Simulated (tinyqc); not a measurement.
Inside a calculation. Model: Zener tunnelling in a reverse-biased junction, two-band WKB.

tinyqc, about 0.01 s, one thread, Intel Xeon 2.30GHz (shared host): `OMP_NUM_THREADS=1 python tinyqc.py 2620065 2620066 out.jsonl` Printed values are rounded.

Abrupt p-n junction, depletion approximation. Energies E are counted from the conduction-band edge of the neutral n side; its Fermi level lies at dn, that of the p side at dn - V, and the valence-band edge of the neutral p side at Em = dn + dp - V. Tunnelling needs 0 < E < Em. Two-band dispersion with equal masses m: inside the gap kappa = sqrt(m u (1 - u/Eg)/C), u the distance from a band edge, C = hbar^2/(2 m0).

Inputs (values chosen for the exercise); band and dielectric values close to those of gallium arsenide:
- T = 300 K (temperature)
- Eg = 1.43 eV (band gap)
- eps_r = 13.1 (relative permittivity)
- Nc = 4.32e17 cm^-3 (conduction-band density of states at 300 K)
- Nv = 9.07e18 cm^-3 (valence-band density of states at 300 K)
- m = 0.085 m0 (band-edge mass of the two-band model)
- Na = 2.1e19 cm^-3 (acceptor density)
- Nd = 7.9e17 cm^-3 (donor density)
- V = -2.5 V (bias of the p side)
- nE = 13 (points of the energy grid)

Constants: q = 1.602176634e-19 C, kB = 1.380649e-23 J/K, hbar = 1.054571817e-34 J s, h = 6.62607015e-34 J s, m0 = 9.1093837015e-31 kg, Vt = kB T/q, eps0 = 8.8541878128e-14 F/cm where lengths are in cm, hbar^2/(2 m0) = 0.0380998212 eV nm^2. Results are converted to the units shown.

Range of the model: Parabolic densities of states, no band tails and no gap narrowing, all of which matter at such doping.

## Fermi levels and built-in voltage

Nd = Nc F12(dn/Vt), Na = Nv F12(dp/Vt), F12(x) = (2/sqrt(pi)) int_0^infinity sqrt(u)/(1 + exp(u - x)) du; dn = EF - Ec on the n side, dp = Ev - EF on the p side (negative outside the bands); Vbi = Eg + dn + dp.

dn = 0.0319132 eV
dp = 0.0422248 eV
Vbi = 1.50414 V

Boltzmann statistics would give dn = 0.0156 eV and dp = 0.0217 eV. At zero bias the bands of the two sides overlap by dn + dp.

## Width, field and exponent

W = sqrt(2 eps0 eps_r (Vbi - V)(1/Na + 1/Nd)/q), mean field F = (Vbi - V)/W, peak field 2 F. In a uniform field F the exponent is S = pi sqrt(m/C) Eg^1.5/(4 F). Transverse energy Et = C kt^2/m raises it to S (1 + 4 Et/Eg), so T = exp(-S) exp(-Et/Eb) with Eb = Eg/(4 S). KJ = (2 q^2/h) m/(4 pi C) (times 1e14 for A/cm^2 per eV^2).

W = 87.2629 nm
mean field = 0.458859 MV/cm
S = 43.7182
exp(-S) = 1.03136e-19
Eb = 8.17737 meV
tunnelling length Eg/F = 31.1643 nm

## Current density on a coarse grid

J = KJ exp(-S) Eb times the integral from 0 to Em of [f(E - dn) - f(E - dn + V)] [1 - exp(-min(E, Em - E)/Eb)] dE, f(x) = 1/(1 + exp(x/Vt)), with S and Eb from the mean field; J > 0 flows from p to n. KJ = (2 q^2/h) m/(4 pi C) (times 1e14 for A/cm^2 per eV^2). Simpson's rule on nE equally spaced points from 0 to Em.

```
point   E (eV)  difference of the f  transverse factor
0      0.00000             -0.22540            0.00000
1      0.21451             -0.99914            1.00000
2      0.42902             -1.00000            1.00000
3      0.64353             -1.00000            1.00000
4      0.85805             -1.00000            1.00000
5      1.07256             -1.00000            1.00000
6      1.28707             -1.00000            1.00000
7      1.50158             -1.00000            1.00000
8      1.71609             -1.00000            1.00000
9      1.93060             -1.00000            1.00000
10     2.14511             -1.00000            1.00000
11     2.35963             -0.99873            1.00000
12     2.57414             -0.16338            0.00000
```

integral = -2.43052 eV
KJ = 1.37556e9 A/(cm^2 eV^2)
J = -2.81971e-12 A/cm^2

A converged quadrature gives -2.883e-12 A/cm^2; this grid is 2.2 % below that in size.
